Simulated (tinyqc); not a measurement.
# AlGaN/GaN HEMT with access regions, lumped model: effect of the barrier thickness

A polarisation-induced electron sheet under a Schottky gate, in series with two ungated access regions and contacts. Drift law v = mu E/(1 + mu E/vs) under the gate. Currents in mA/mm, resistances in ohm mm. No self-heating, no channel-length modulation; fits for polarisation, barrier and offset are chosen for the exercise.

sigma = (5e13 x + 1.6e13 x^2) cm^-2, phiB = 0.84 + 1.3 x, dEc = 0.7 (1.71 x + x^2) in volts, Cb = eps0 eps_r/d, VT = phiB - dEc - q sigma/Cb, access density n0 = -Cb VT/q. Access resistance R(L, n) = L/(q mu n sqrt(1 - (I/(q n vs))^2)); Rs = Rc + R(Ls, n0), Rd = Rc + R(Ld, (1 - ft) n0). Vg' = Vg - I Rs, Vd' = Vd - I (Rs + Rd); with u = Vg' - VT, Vc = vs Lg/mu and w the smaller of Vd' and Vc [sqrt(1 + 2 u/Vc) - 1] (0 if negative), the channel gives (mu Cb/Lg)(u w - w^2/2)/(1 + w/Vc). I equals that channel current. Isat is I at Vd = 10 V, gm = dIsat/dVg, Ron the limit of Vd/I at small Vd.

Inputs (values chosen for the exercise); values close to those of AlGaN/GaN structures: aluminium share of the barrier x = 0.33; relative permittivity of barrier and channel eps_r = 9.2; channel mobility mu = 1600 cm^2/(V s); saturation velocity vs = 1.2e7 cm/s; gate length Lg = 0.15 um; source access length Ls = 0.5 um; drain access length Ld = 8 um; resistance of each contact Rc = 0.42 ohm mm; share of the drain-access electrons removed by traps ft = 0; gate voltage Vg = 0.5 V.

Constants: q = 1.602176634e-19 C, eps0 = 8.8541878128e-14 F/cm where lengths are in cm. Results are converted to the units shown.

Effect of the barrier thickness:
```
d (nm)  VT (V)  n0 (cm^-2)  Ron (ohm mm)  Isat (mA/mm)  gm (mS/mm)
8       -2.073    1.317e13         3.393          1449       593.4
11      -3.149    1.456e13         3.153          1739       496.3
14      -4.225    1.535e13         3.035          1946       424.6
18      -5.661    1.599e13         2.947          2146       355.5
22      -7.096    1.640e13         2.895          2292       305.5
27      -8.890    1.674e13         2.854          2404       116.9
33      -11.04    1.701e13         2.822          2462       55.23
```

What does the comparison show, and why?

As d goes from 8 to 33 nm, Ron falls from 3.39 to 2.82 ohm mm, Isat rises from 1450 to 2460 mA/mm and gm falls from 593 to 55.2 mS/mm. VT falls from -2.07 to -11.0 V. In every row the power passes 5 W/mm, where self-heating, left out here, lowers the current. At d = 33 nm the barrier is thick and rich enough in aluminium to relax or crack. For d = 27 to 33 nm the gated channel is not yet saturated at 10 V, because the access regions take the voltage, and gm drops.

Computed by the program tinyqc: `OMP_NUM_THREADS=1 python tinyqc.py 2570129 2570130 out.jsonl`, one thread of a shared Intel Xeon 2.30GHz, about 0.02 s for the whole run.
